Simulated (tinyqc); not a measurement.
Inside a calculation. Method: tight binding, dimerised chain. One step of it, computed by the program tinyqc.

Question. Levels at k. Diagonalise the Hermitian matrix.

H(k) at k (eV):
```
                     A                    B
A             0.000000  -0.502213+1.989722i
B  -0.502213-1.989722i             0.000000
```

Give: eigenvalues; weights |c|^2 of the basis functions.

Answer.

eigenvalues (eV): -2.0521  2.0521

weights |c|^2 of the basis functions:
```
   band 1  band 2
A  0.5000  0.5000
B  0.5000  0.5000
```
